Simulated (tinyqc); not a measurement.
# From T_e back to ionisation energy E_iz

Model: global model of a low-pressure process discharge: electron temperature, density, ion flux and ion energy. Computed by tinyqc, a small Python program. Command: `OMP_NUM_THREADS=1 python tinyqc.py 3111884 3111885 out.jsonl plasma inv`. One thread of a shared host (Intel(R) Xeon(R) Processor @ 2.30GHz), about 0.01 s of CPU time with the checks.

Maxwellian electrons with temperature T_e in eV, one positive ion, no negative ions, uniform bulk density n; rate constants have the Arrhenius form.

Inputs (values chosen for the exercise, of the order of those of an inductive discharge in a simple atomic gas):

| quantity | value | unit |
|---|---|---|
| ion mass M | 40 | u |
| ionisation prefactor K0 | 7e-14 | m^3/s |
| ion-neutral cross section | 6.3e-19 | m^2 |
| pressure p | 3.9 | Pa |
| gas temperature T_g | 400 | K |
| radius R | 11 | cm |
| height L | 11 | cm |

Constants: k_B = 1.380649e-23 J/K; e = 1.602176634e-19 C; u = 1.6605390666e-27 kg.

Method:
- n_g = p/(k_B T_g); lambda_i = 1/(n_g sigma); h_L = 0.86/sqrt(3 + L/(2 lambda_i)), h_R = 0.8/sqrt(4 + R/lambda_i); A_eff = 2 pi R^2 h_L + 2 pi R L h_R; d_eff = pi R^2 L/A_eff.
- Particle balance: K0 exp(-E_iz/T_e) n_g d_eff = u_B, u_B = sqrt(e T_e/M).
- Root found by bracketing.

Problem. A run gave the result below. Find the ionisation energy E_iz, known to lie between 13 and 18 eV.

T_e = 1.777052 eV

Solution.

Each step takes the trial c = (a f_b - b f_a)/(f_b - f_a), f being the result less the target and a, b, c the logarithms of the listed values; c replaces end b, the old b replaces a if the sign of f changed, and otherwise f_a is halved.

Scan of the range:

| ionisation energy E_iz (eV) | T_e (eV) |
|---|---|
| 13.0 | 1.51996 |
| 13.7 | 1.60704 |
| 14.5 | 1.70692 |
| 15.3 | 1.80716 |
| 16.1 | 1.90776 |
| 17.0 | 2.02133 |
| 18.0 | 2.14799 |

False position (Illinois rule, in the logarithm of the input) inside the bracket:

| step | end a | end b | trial | T_e (eV) |
|---|---|---|---|---|
| 1 | 14.5000 | 15.3000 | 15.0552 | 1.77645 |
| 2 | 15.3000 | 15.0552 | 15.0600 | 1.77705 |
| 3 | 15.3000 | 15.0600 | 15.0600 | 1.77706 |
| 4 | 15.0600 | 15.0600 | 15.0600 | 1.77705 |

T_e rises at every point of a 13-point scan of the range (every second point is shown), so one value fits; it is bracketed by 14.5 and 15.3. Answer: ionisation energy E_iz = 15.06 eV.
